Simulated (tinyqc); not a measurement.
# CMOS latch-up, two-transistor model: effects of single changes

A parasitic pnp (emitter at Vdd, base shunted by Rw) and npn (emitter at ground, base shunted by Rs) feed each other: the npn collector current flows out of the pnp base node, the pnp collector current into the npn base node. Forward-active transistors with constant gains: Icn = Isn exp(Vn/Vt), Icp = Isp (exp(Vp/Vt) - 1). A current Ii is injected into the npn base node.

Parameters, values chosen for the exercise; values close to those of bulk CMOS:
```
symbol    value  unit                                            meaning
T           325     K                                        temperature
bn         16.9                                  current gain of the npn
bp          0.9                                  current gain of the pnp
Isn     1.2e-14     A                 saturation current of the npn at T
Isp     9.6e-14     A                 saturation current of the pnp at T
Rs         1700   ohm              substrate resistance shunting the npn
Rw         2000   ohm                   well resistance shunting the pnp
R2           61   ohm  resistance from the pnp collector to the npn base
Von        0.72     V               base-emitter voltage in the on state
Vsat        0.1     V                                 saturation voltage
Vdd         3.3     V                                     supply voltage
```

Constants: q = 1.602176634e-19 C, kB = 1.380649e-23 J/K, Vt = kB T/q. Results are converted to the units shown.

Each table varies one quantity; the others keep the values above.

## Effect of the current gain of the pnp

Node equations: Vp/Rw + Icp/bp = Icn and Vn/Rs + Icn/bn = Icp + Ii. Loop gain G = gn gp/[(1/Rw + gp/bp)(1/Rs + gn/bn)], gn = Icn/Vt, gp = (Icp + Isp)/Vt; the off state ends where G = 1, and Ii there is the trigger current. On state with both base-emitter voltages at Von: npn base current Ib = (Von/Rs + bp Von/Rw)/(bn bp - 1), holding current Ih = (bn + 1) Ib + Von/Rs, holding voltage Vh = Vsat + Von + R2 (Ib + Von/Rs).

Effect of the current gain of the pnp:
```
bp     Vn at trigger (V)  trigger current (mA)  Ih (mA)   Vh (V)
0.074            0.70939               0.42059   32.578  0.95541
0.15             0.67035               0.40521   5.9921  0.86481
0.32             0.66543               0.40335   2.6112  0.85329
0.65             0.66438               0.40285   1.6023  0.84985
1.4              0.66396               0.40262   1.1562  0.84833
2.8              0.66380               0.40253  0.97673  0.84772
5.8              0.66372               0.40249  0.88690  0.84741
12               0.66368               0.40247  0.84429  0.84727
```

As bp goes from 0.074 to 12, the trigger current falls from 0.421 to 0.402 mA, Ih falls from 32.6 to 0.844 mA and Vh falls from 0.955 to 0.847 V. Vh exceeds the supply Vdd = 3.3 V, which then cannot sustain a latched state, in 0 of the 8 rows. For bp = 0.036 the product of the gains is about one or less, so there is no latched state.

## Effect of the well resistance shunting the pnp

Same model as above.

Effect of the well resistance shunting the pnp:
```
Rw (ohm)  Vn at trigger (V)  trigger current (mA)  Ih (mA)   Vh (V)
200                 0.73095               0.57361   5.0384  0.86156
390                 0.71139               0.48921   3.0500  0.85479
750                 0.69235               0.44247   2.0454  0.85136
1400                0.67434               0.41458   1.5401  0.84964
2800                0.65464               0.39326   1.2486  0.84865
5400                0.63639               0.37784   1.1082  0.84817
10000               0.61996               0.36564   1.0387  0.84793
20000               0.60403               0.35370  0.99785  0.84779
```

What does the table show?

As Rw goes from 200 to 20000 ohm, the trigger current falls from 0.574 to 0.354 mA, Ih falls from 5.04 to 0.998 mA and Vh falls from 0.862 to 0.848 V. Vh exceeds the supply Vdd = 3.3 V, which then cannot sustain a latched state, in 0 of the 8 rows. For Rw = 200 Vn at the trigger exceeds the fixed Von of the on-state formulas, so Ih and Vh are too low there.

Computed by the program tinyqc: `OMP_NUM_THREADS=1 python tinyqc.py 2670027 2670028 out.jsonl`, one thread of a shared Intel Xeon 2.30GHz, about 0.04 s for the whole run.
